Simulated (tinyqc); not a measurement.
One-electron ion in a basis of Gaussians, step by step. One step of it, computed by the program tinyqc.

Task: Matrices over normalised Gaussians. With p = a_i + a_j and I(k) = Gamma((k+1)/2) / (2 p^((k+1)/2)): S = I(2l+2), T = (2l+3) a_i a_j S / p, V = -Z I(2l+1), each divided by sqrt(S_ii S_jj).

exponents of r^l exp(-a r^2) (1/bohr^2): [0.117500, 0.175200]

Z = 6

l = 2

Give: S; T; V.

Result:

S:
$$\begin{pmatrix}
1.0000 & 0.9330 \\
0.9330 & 1.0000
\end{pmatrix}$$

T (hartree):
$$\begin{pmatrix}
0.4113 & 0.4593 \\
0.4593 & 0.6132
\end{pmatrix}$$

V (hartree):
$$\begin{pmatrix}
-1.7504 & -1.8226 \\
-1.8226 & -2.1374
\end{pmatrix}$$
